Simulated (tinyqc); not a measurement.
Resistance of a source-drain extension with a graded tip: two steps of the calculation.

y runs along the channel, the gate covers y > 0. The doping is N0 for y < y0 and N0 10^(-(y - y0)/la) beyond, uniform over the depth xj. Sheet conductance s(y) = q mu(N) max(N - Nch, 0) xj + (for y > 0) ma Cox Vo, with mu(N) = u0 + (u1 - u0)/(1 + (N/Nr)^au) and Cox = eps0 eox/tox. Current is taken as one-dimensional; depletion of the tip, spreading and the contact are left out. The metallurgical junction lies at yj, where N = Nch.

Inputs (values chosen for the exercise); mobility law close to that of holes in silicon:
- eox = 9.17 (relative permittivity of the gate insulator (close to aluminium oxide))
- tox = 8.2 nm (insulator thickness)
- N0 = 1.8e20 cm^-3 (active doping of the extension far from the gate)
- la = 2.3 nm/decade (lateral abruptness)
- y0 = 4.9 nm (position under the gate where the fall begins (gate edge at 0))
- xj = 29 nm (depth of the extension)
- Nch = 1.9e18 cm^-3 (channel doping)
- Vo = 0.79 V (gate overdrive)
- ma = 52 cm^2/(V s) (mobility of the gate-induced layer)
- u1 = 470.5 cm^2/(V s) (mobility at low doping)
- u0 = 44.9 cm^2/(V s) (mobility at high doping)
- Nr = 2.23e17 cm^-3 (reference doping)
- au = 0.719 (exponent)
- Lg = 45 nm (gate length)

Constants: q = 1.602176634e-19 C, eps0 = 8.8541878128e-14 F/cm where lengths are in cm. Results are converted to the units shown.

Task 1. Sheet resistances and junction position. yj = y0 + la log10(N0/Nch); sheet resistance of the full extension 1/[q mu(N0)(N0 - Nch) xj] and of the gate-induced layer 1/(ma Cox Vo); metallurgical length Lg - 2 yj; ye is where the doped and the gate-induced conductances are equal.

Give: yj; sheet resistance of the extension; sheet resistance of the induced layer; metallurgical length; ye; N at ye.

Result 1.

yj = 9.4460 nm
sheet resistance of the extension = 250.04 ohm/square
sheet resistance of the induced layer = 24585 ohm/square
metallurgical length = 26.108 nm
ye = 9.0831 nm
N at ye = 2.7323e18 cm^-3

The gate takes over 0.363 nm before the junction, where N is still 1.44 times the channel doping.

Task 2. Resistance of the overlapped part. Midpoint rule on 9 equal steps from 0 to yj: R_ov = sum h/s(y), per width.

Give: y; N; doped conductance; sheet resistance; R_ov.

Result 2.

```
point   y (nm)  N (cm^-3)  doped conductance (uS)  sheet resistance (ohm/square)
0      0.52478  1.8000e20                  3999.4                         247.52
1       1.5743  1.8000e20                  3999.4                         247.52
2       2.6239  1.8000e20                  3999.4                         247.52
3       3.6734  1.8000e20                  3999.4                         247.52
4       4.7230  1.8000e20                  3999.4                         247.52
5       5.7726  7.5145e19                  1745.3                         559.92
6       6.8221  2.6277e19                  659.90                         1427.4
7       7.8717  9.1885e18                  245.08                         3499.4
8       8.9212  3.2131e18                  60.646                         9869.6
```

R_ov = 17.416 ohm um

Computed by the program tinyqc: `OMP_NUM_THREADS=1 python tinyqc.py 2282238 2282239 out.jsonl`, one thread of a shared Intel Xeon 2.30GHz, about 0.06 s for the whole run.
